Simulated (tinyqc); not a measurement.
From results back to parameters: armchair graphene nanoribbon in tight binding. Three cases, with inputs chosen for the exercise.

Problem. For an armchair ribbon without edge correction the gap is 2t times the smallest |1 + 2 cos(p pi/(N + 1))|, p = 1 to N. The gap below belongs to a hidden N between 3 and 40.

Case 1.

Values chosen (out of a larger set: near those used for graphene; not measured data): t = 3 eV (hopping).

gap = 0.79340 eV

Case 2.

Values chosen (out of a larger set: near those used for graphene; not measured data): t = 2.93 eV (hopping).

gap = 0.30978 eV

Case 3.

Values chosen (out of a larger set: near those used for graphene; not measured data): t = 2.89 eV (hopping).

gap = 0.36520 eV

Find: N; family.

Solution.

Case 1.

N = 13

family: 3p+1

Near c = -1/2 the gap is about 2 pi t/(sqrt3 (N + 1)), which gives N + 1 = 13.7; the exact formula gives 0.81678, 0.79340 and 0.00000 eV for N = 12, 13 and 14.

Case 2.

N = 33

family: 3p

Near c = -1/2 the gap is about 2 pi t/(sqrt3 (N + 1)), which gives N + 1 = 34.3; the exact formula gives 0.00000, 0.30978 and 0.30626 eV for N = 32, 33 and 34.

Case 3.

N = 28

family: 3p+1

Near c = -1/2 the gap is about 2 pi t/(sqrt3 (N + 1)), which gives N + 1 = 28.7; the exact formula gives 0.37029, 0.36520 and 0.00000 eV for N = 27, 28 and 29.

Computed by tinyqc, one run a case: `OMP_NUM_THREADS=1 python tinyqc.py N N+1 out.jsonl` with N = 1450037, 1450232, 1450265; one thread of a shared Intel(R) Xeon(R) Processor @ 2.30GHz, about 0.03 s a run at most.
